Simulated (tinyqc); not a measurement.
Worked calculation: Landau levels of bilayer graphene. Values are carried at full precision from step to step, so a last printed digit may differ when a step is redone from the rounded ones.

In a field B along z: l = 1/sqrt((e/hbar) B) is the magnetic length, n_B = B/(h/e) the number of states per area in one level, hbar wc = 2 muB B/m for mass m in m0; 1/angstrom^2 = 1e16/cm^2.

Constants: e/hbar = 1.519267448e-05 1/(T angstrom^2); h/e = 413566.7697 T angstrom^2; muB = 5.788381798e-05 eV/T; e^2/h = 3.874045865e-05 S.

Parameters, chosen for this exercise (near those of bilayer graphene; shifted at random, so the results belong to these values and not to a real crystal): B = 4.9 T (magnetic field); n = 6.4 x 1e11/cm^2 (electron sheet density); hv = 6.4 eV angstrom (hbar v); g1 = 0.393 eV (interlayer hopping).

## Scales set by the field

Give l, n_B and the filling factor nu = n/n_B.

l = 115.90 angstrom
n_B = 1.1848 x 1e11/cm^2
nu = 5.402

## The lowest levels

Four-band model without bias: with w = sqrt(2) hv/l, E_N^2 = [g1^2 + (2N - 1) w^2 - sqrt(g1^4 + 2 (2N - 1) g1^2 w^2 + w^4)]/2 for N >= 2, and E = 0 for N = 0, 1. The two-band limit is hbar wc sqrt(N (N - 1)) with hbar wc = w^2/g1. Each level is fourfold; of the eight zero-energy states half belong to the electrons.

List the eight lowest, in meV, with the gap to the next.

Levels:
```
label  E (meV)  gap above (meV)
0,1      0.000           20.777
2       20.777           14.074
3       34.851           13.008
4       47.859           12.272
5       60.131           11.678
6       71.809           11.173
7       82.982           10.733
8       93.715           10.344
```

The largest of these gaps, 20.78 meV, first occurs above level 0,1 and is kB T at 241 K.

## Where EF lies

The zero level takes 4 n_B electrons and each higher level 4 n_B. At zero temperature and without broadening EF sits in the partly filled level.

Fill the listed levels in order up to nu; give the partly filled level, its energy and its filled share.

level: 2

EF = 20.777 meV
filled share = 0.350

## Fields of the Hall plateaus

A plateau is centred where nu = n/n_B equals 4, 8, 12, 16, 20, 24; there rho_xy = h/(nu e^2).

Plateaus:
```
nu  B (T)  1/B (1/T)  rho_xy (kohm)
4   6.617     0.1511         6.4532
8   3.309     0.3022         3.2266
12  2.206     0.4534         2.1511
16  1.654     0.6045         1.6133
20  1.323     0.7556         1.2906
24  1.103     0.9067         1.0755
```

## Checks

- Level 2 from the four-band matrix in 40 oscillator states against the formula, meV: both 20.777.

tinyqc: `OMP_NUM_THREADS=1 python tinyqc.py 1252771 1252772 out.jsonl`; about 0.01 s, one thread, shared Intel(R) Xeon(R) Processor @ 2.30GHz.
